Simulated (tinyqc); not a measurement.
# Worked calculation: rectangular fin or nanosheet with a gate all round, subbands and threshold shift from confinement

Numbers from tinyqc (`OMP_NUM_THREADS=1 python tinyqc.py 2350075 2350076 out.jsonl`; about 0.2 s on one thread of a shared Intel Xeon 2.30GHz). Printed values are rounded.

Undoped body with a flat potential across it, hard walls, transport along x. Three valley pairs (g = 2 each) with the longitudinal mass along x, y or z. Non-parabolicity enters the subband edges through E (1 + al E) = gamma, so E = 2 gamma/(1 + sqrt(1 + 4 al gamma)); motion within a subband is taken as parabolic with the band-edge mass. Energies are counted from the bulk band edge.

Inputs (values chosen for the exercise); masses close to those of silicon: temperature T = 300 K; longitudinal mass ml = 0.92 m0; transverse mass mt = 0.193 m0; non-parabolicity al = 0 1/eV; width (along y) t = 8.8 nm; widening of the box by penetration into the insulator dl = 0 nm; height (along z) H = 17.6 nm.

Constants: q = 1.602176634e-19 C, kB = 1.380649e-23 J/K, hbar = 1.054571817e-34 J s, m0 = 9.1093837015e-31 kg, Vt = kB T/q, hbar^2/(2 m0) = 0.0380998212 eV nm^2. Results are converted to the units shown.

## Lowest subbands

gamma = C pi^2 [a^2/(my (t + dl)^2) + b^2/(mz (H + dl)^2)], C = hbar^2/(2 m0). List the 5 lowest, labelled by valley axis and quantum numbers, with degeneracy g and N_k: N_k = g sqrt(2 mx m0 kB T/(pi hbar^2)).

```
subband    E_k (eV)  g  N_k (cm^-1)
y1,1     0.01156785  2   4.083375e6
z1,1     0.02647889  2   4.083375e6
y2,1     0.02740185  2   4.083375e6
y1,2     0.03043739  2   4.083375e6
z1,2     0.03043739  2   4.083375e6
```

## Threshold shift

Each subband has N_k = g sqrt(2 mx m0 kB T/(pi hbar^2)); without degeneracy n = exp(EF/Vt) sum N_k exp(-E_k/Vt). Classical value Nc times t H, Nc = sum over valleys of 2 g (m m0 kB T/(2 pi hbar^2))^1.5 with m = (mx my mz)^(1/3). Threshold shift dVT = Vt ln(classical value/sum N_k exp(-E_k/Vt)). Use the subbands listed.

shares, subband y1,1 to z1,2 (%): 32.59866  18.31071  17.66852  15.71106  15.71106
sum N_k exp(-E_k/Vt) = 8.007341e6 cm^-1
Nc = 2.787241e19 cm^-3
classical value = 4.316878e7 cm^-1
dVT = 43.55439 mV

With all subbands dVT = 22.74 mV. The lowest edge lies at 11.6 meV; dVT is larger than that, since sum N_k exp(-(E_k - E_1)/Vt) falls short of the classical value.
